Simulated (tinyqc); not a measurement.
Transparency density and B against temperature: optical gain and spontaneous emission in a bulk direct-gap semiconductor.

Parabolic bands, vertical transitions, no excitons. For each hole band j: mr = me mj/(me + mj); joint density of states J_j(E) = (mr/c)^(3/2) sqrt(E - Eg)/(2 pi^2), both spins, c = hbar^2/2m0; averaged matrix element |e.p|^2 = m0 Ep/6; alpha_j(E) = 4 pi^2 alpha_f c Ep J_j/(3 nr E) in 1/angstrom (alpha_f the fine-structure constant, listed as alpha among the constants), times 1e8 for 1/cm.

F_j(eta) = (1/Gamma(j + 1)) integral_0^infinity x^j dx/(1 + exp(x - eta)), which tends to exp(eta) for eta << 0.

Quasi-Fermi levels: n = Nc F_1/2(Fc/kT) and p = Nv F_1/2(Fv/kT), Fc counted up from the conduction edge and Fv down from the valence edge; Nc, Nv from N = 2 (m kB T/(4 pi c))^(3/2) with c = hbar^2/2m0, in 1/angstrom^3; times 1e24 for 1/cm^3, with me and (mhh^(3/2) + mlh^(3/2))^(2/3).

For band j the electron sits at Ee = (E - Eg) mr/me above its edge and the hole at Eh = (E - Eg) mr/mj; fe = 1/(1 + exp((Ee - Fc)/kT)), fh = 1/(1 + exp((Eh - Fv)/kT)); gain g = sum_j alpha_j (fe + fh - 1).

Spontaneous rate: R = integral of (nr E/(hbar c))^2/(pi^2 hbar) sum_j alpha_j fe fh dE, with alpha in 1/cm and (nr E/(hbar c))^2 in 1/cm^2 (1e16 per 1/angstrom^2); B = R/(n p); lifetime n/R.

Constants: hbar^2/2m0 = 3.80998211 eV angstrom^2; fine-structure constant alpha = 0.007297352564; kB = 8.617333262e-05 eV/K; hbar = 6.58211957e-16 eV s; hbar c = 1973.269805 eV angstrom.

Values chosen for the exercise (near those of GaAs; not measured data):
- Eg = 1.457 eV (direct gap)
- me = 0.066 m0 (electron mass)
- mhh = 0.502 m0 (heavy-hole mass)
- mlh = 0.08 m0 (light-hole mass)
- Ep = 24.8 eV (Kane energy)
- nr = 3.55 (refractive index)

Eg is held fixed; B is taken at n = 1e15 1/cm^3.

Results:
```
T (K)  transparency density (1/cm^3)  Fc/kT there  B (cm^3/s)
100                         2.33e+17        2.015    1.27e-09
150                         4.28e+17        2.015    6.92e-10
200                         6.59e+17        2.015    4.52e-10
250                         9.21e+17        2.015    3.25e-10
350                         1.53e+18        2.015    1.98e-10
400                         1.86e+18        2.015    1.63e-10
500                         2.60e+18        2.015    1.17e-10
```

Give the missing row, T (K) = 300.

Computed row:
```
T (K)  transparency density (1/cm^3)  Fc/kT there  B (cm^3/s)
300                         1.21e+18        2.015    2.48e-10
```

Fc/kT at transparency stays at 2.015, since it depends on Nv/Nc alone, so the density goes as T^1.50. B goes as T^-1.48, against T^-1.5 for non-degenerate carriers: hot carriers spread over k and fewer pairs share a wave vector.

tinyqc: `OMP_NUM_THREADS=1 python tinyqc.py 1652012 1652013 out.jsonl`; about 0.07 s, one thread, shared Intel(R) Xeon(R) Processor @ 2.30GHz.
